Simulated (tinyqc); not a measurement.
## Input admittance of a MOSFET at zero drain bias: distributed channel and distributed gate: input impedance against frequency

Source and drain grounded, strong inversion, w = 2 pi f, Cox = eps0 eox/tox. The channel is an RC line of resistance 1/(mu Cox Vo) per square fed from both ends, so one finger has the intrinsic admittance y = i w Cox L tanh(g)/g per width, g = (1/2) sqrt(i w tau), tau = L^2/(mu Vo). The vertical resistance rv/L is in series with y, the overlaps 2 i w Cov in parallel: y_t = 1/(1/y + rv/L) + 2 i w Cov. The gate strip is a line of Rsh/L per length loaded by y_t, so a finger has Y = y_t Wf tanh(k)/k, k = (Wf/sd) sqrt(y_t Rsh/L); the device has Nf Y.

Low-frequency limits, with c = Cox L and ct = c + 2 Cov: R_strip = Rsh Wf/(3 sd^2 L Nf), R_ch = (c/ct)^2 L/(12 mu Cox Vo Wf Nf), R_vert = (c/ct)^2 rv/(L Wf Nf), C = ct Wf Nf. Z = 1/(Nf Y) = R + 1/(i w C), Q = |Im Z|/R, far-point signal |1/cosh k|.

Values chosen for this exercise; values of the order met in silicon radio-frequency transistors:
- eox = 7.49 (relative permittivity of the gate insulator (close to silicon nitride))
- tox = 12 nm (insulator thickness)
- L = 1.3 um (channel length)
- Wf = 15 um (finger width)
- Nf = 64 (number of fingers)
- mu = 170 cm^2/(V s) (channel mobility)
- Vo = 0.77 V (gate overdrive)
- Rsh = 5.9 ohm/square (sheet resistance of the gate)
- rv = 9.9 ohm um^2 (vertical resistivity of the gate stack)
- sd = 2 (number of ends at which a finger is contacted)
- Cov = 0.32 fF/um (overlap and fringe capacitance on each side)

Constants: eps0 = 8.8541878128e-14 F/cm where lengths are in cm. Results are converted to the units shown.

The same in every row: low-frequency R (ohm) = 1.410.

Result of one run:
```
w tau      |k|  R (ohm)  C (fF)      Q  signal at the far point
0.8112  0.1119    1.410    7503  15.05                   0.9996
```

Which frequency f gave this result: 0.07, 0.5, 1, 10 or 70 GHz?

f = 1 GHz.

The whole series:
```
f (GHz)    w tau      |k|  R (ohm)  C (fF)      Q  signal at the far point
0.07     0.05678  0.02964    1.410    7511  214.6                    1.000
0.2       0.1622  0.05010    1.410    7511  75.11                    1.000
0.5       0.4056  0.07919    1.410    7509  30.06                   0.9999
1         0.8112   0.1119    1.410    7503  15.05                   0.9996
4          3.245   0.2188    1.401    7372  3.852                   0.9942
10         8.112   0.3152    1.355    6751  1.739                   0.9763
30         24.34   0.4132    1.066    4371  1.139                   0.9475
70         56.78   0.5168   0.6531    2771  1.257                   0.9254
200        162.2   0.7240   0.3348    1787  1.330                   0.8720
```

R falls from 1.41 to 0.335 ohm and C falls from 7510 to 1790 fF. Q goes as f^(-1.00) between the first two rows and f^(0.05) between the last two, where w tau = 162 and |k| = 0.724. The low-frequency limits hold both R and C within 5 % up to f = 4 GHz among the rows.

Computed by the program tinyqc: `OMP_NUM_THREADS=1 python tinyqc.py 2262248 2262249 out.jsonl`, one thread of a shared Intel Xeon 2.30GHz, about 0.01 s for the whole run.
